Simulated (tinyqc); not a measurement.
Bloch-Grueneisen resistivity of a metal: one step, computed by the program tinyqc.

Electrons scatter from a Debye spectrum of phonons (n = 5 for scattering within one band, n = 3 for scattering into a second, heavy band) and from static defects.

Task: The integral and the phonon part. J_n(y) = int_0^y x^n e^x/(e^x - 1)^2 dx, by 96 Gauss-Legendre points (upper limit at most 60). rho_ph = (n - 1) rho_1 (T/Theta)^n J_n(Theta/T), with rho_1 = 2 pi lambda_tr k_B Theta/(hbar eps_0 w_p^2), the high-temperature line at T = Theta.

Inputs (values chosen for the exercise, modelled on silver): exponent n = 5; Debye temperature Theta = 209 K; temperature T = 40 K.

Addition: none.

rho_1 = 1.292063 microohm cm

Give: Theta/T; J_n; phonon resistivity rho_ph.

Result:

Theta/T = 5.225

J_n = 55.05

phonon resistivity rho_ph = 0.07306 microohm cm

This is 29.5 % of the straight line rho_1 T/Theta.
